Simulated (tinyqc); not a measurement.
Etch lag against aspect ratio: ion-assisted plasma etching: sheath, surface coverage, synergy and aspect-ratio dependence. Computed by tinyqc, a small Python program. Command: `OMP_NUM_THREADS=1 python tinyqc.py 3003098 3003099 out.jsonl etch walk`. One thread of a shared host (Intel(R) Xeon(R) Processor @ 2.30GHz), about 0.05 s of CPU time with the checks.

Radicals adsorb on bare sites; ions remove covered sites with a high yield and bare sites by sputtering; a slow spontaneous reaction acts everywhere, walls included.

Inputs (values chosen for the exercise, close to those used for silicon in a halogen plasma): plasma density n_e = 8.9e+10 1/cm^3; electron temperature T_e = 3.5 eV; ion mass M_i = 35.5 u; sheath voltage V = 85 V; radical density n = 1.6e+14 1/cm^3; radical mass M_n = 35.5 u; gas temperature T_g = 600 K; sticking coefficient s = 0.23; radicals per removed unit x = 2; yield slope b = 0.27 eV^(-1/2); threshold E_th = 22 eV; sputter slope b_p = 0.026 eV^(-1/2); sputter threshold E_p = 27 eV; spontaneous reaction probability k_c = 0.00041; solid density N = 5e+22 1/cm^3; ion temperature T_i = 0.29 eV.

Feature: long trench.

Constants: e = 1.602176634e-19 C; u = 1.6605390666e-27 kg; k_B = 1.380649e-23 J/K; eps_0 = 8.8541878128e-12 F/m.

Method:
- Bohm speed u_B = sqrt(e T_e/M_i); ion flux G_i = 0.61 n_e u_B; radical flux G_n = n c/4 with c = sqrt(8 k_B T_g/(pi M_n)).
- Debye length lambda_D = sqrt(eps_0 T_e/(e n_s)) with n_s = 0.61 n_e, T_e in volts; Child-law sheath d = (sqrt2/3) lambda_D (2 V/T_e)^(3/4); ion energy E = V + T_e/2; angular spread = arctan(sqrt(T_i/E)).
- Yields: Y = b (sqrt(E) - sqrt(E_th)) on covered sites, Y_p = b_p (sqrt(E) - sqrt(E_p)) on bare ones (zero below threshold).
- Steady coverage: s G_n (1 - theta) = x Y G_i theta; removal flux = Y G_i theta + Y_p G_i (1 - theta) + k_c G_n; rate = flux/N, 1 cm/s = 6e8 nm/min.
- Lateral rate = k_c G_n/N; anisotropy = 1 - lateral/vertical; synergy = vertical/(ions alone + radicals alone), with ions alone Y_p G_i/N and radicals alone the lateral rate.
- Transmission of a long trench, rough form: K = (1 + ln(1 + A))/(1 + A + ln(1 + A)), walls that scatter diffusely without loss. With a loss probability S = s (1 - theta) at the floor, G_b/G_n = K/(K + S - K S); theta follows G_b, and the two are solved together. Ions are taken to reach the floor unshadowed; G_b replaces G_n in every term of the rate; A is depth over width.

yield Y = 1.24836

sputter yield Y_p = 0.107063

ion flux G_i = 1.67444e+16 1/(cm^2 s)

radical flux G_n = 2.39281e+18 1/(cm^2 s)

vertical rate = 246.419 nm/min

coverage theta = 0.929400

Floor of the feature:
```
A            K  G_b/G_n    theta  rate (nm/min)  relative rate
0.5    0.73760  0.99423  0.92902         246.26        0.99937
1.0    0.62869  0.99042  0.92877         246.16        0.99895
2.0    0.51203  0.98454  0.92837         246.00        0.99830
5.0    0.35830  0.97098  0.92744         245.63        0.99679
10.0   0.25361  0.95238  0.92613         245.11        0.99468
20.0   0.16821  0.92019  0.92374         244.18        0.99092
50.0   0.08978  0.83760  0.91685         241.63        0.98056
100.0  0.05317  0.71860  0.90440         237.37        0.96329
```

What follows from these numbers?

K falls by a factor 13.9 over the rows and the rate by 1.04. Among these rows the rate stays within 10 % of the open-field value up to A = 100, as near saturation the coverage changes little when G_b falls. Caution: rows with A above about 1/(2 tan(ion spread)) or 1/sqrt(k_c), often 10 to 30, are formal: ion shadowing, radical loss on the walls, redeposition of sputtered material and, in fluorocarbon plasmas, polymer growth are left out and add to the lag.
